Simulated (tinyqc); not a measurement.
From results back to parameters: hydrogenic donor in a hard-walled well (variational).

Problem. The binding energy was computed from a hidden position zi >= 0.

Trial function cos(pi z/L) exp(-r/lam), r measured from the donor at zi, walls at +/- L/2, one eps everywhere. Counted from the lowest subband, E(lam) = c/(m lam^2) - (q/eps) I0/I1, with I0 the integral of cos^2(pi z/L) exp(-2|z - zi|/lam) over the well and I1 the same with the factor (|z - zi| + lam/2); c = hbar^2/2m0, q = e^2/(4 pi eps0). The binding energy is -E at the minimum.

Constants: hbar^2/2m0 = 3.80998211 eV angstrom^2; e^2/(4 pi eps0) = 14.39964547 eV angstrom.

Values chosen for the exercise (out of a larger set: near those of GaAs; not measured data): m = 0.067 m0 (mass); eps = 13.3 (dielectric constant); L = 452 angstrom (well width).

binding energy = 4.8626 meV

Find: zi; 2 zi/L.

Solution. The binding falls steadily from the centre to the wall, so bisection in zi, with the minimum over lam at each step, finds one position.

zi = 138.0 angstrom
2 zi/L = 0.61

Program tinyqc; command `OMP_NUM_THREADS=1 python tinyqc.py 1282533 1282534 out.jsonl`; about 0.06 s on one thread of a shared Intel(R) Xeon(R) Processor @ 2.30GHz.
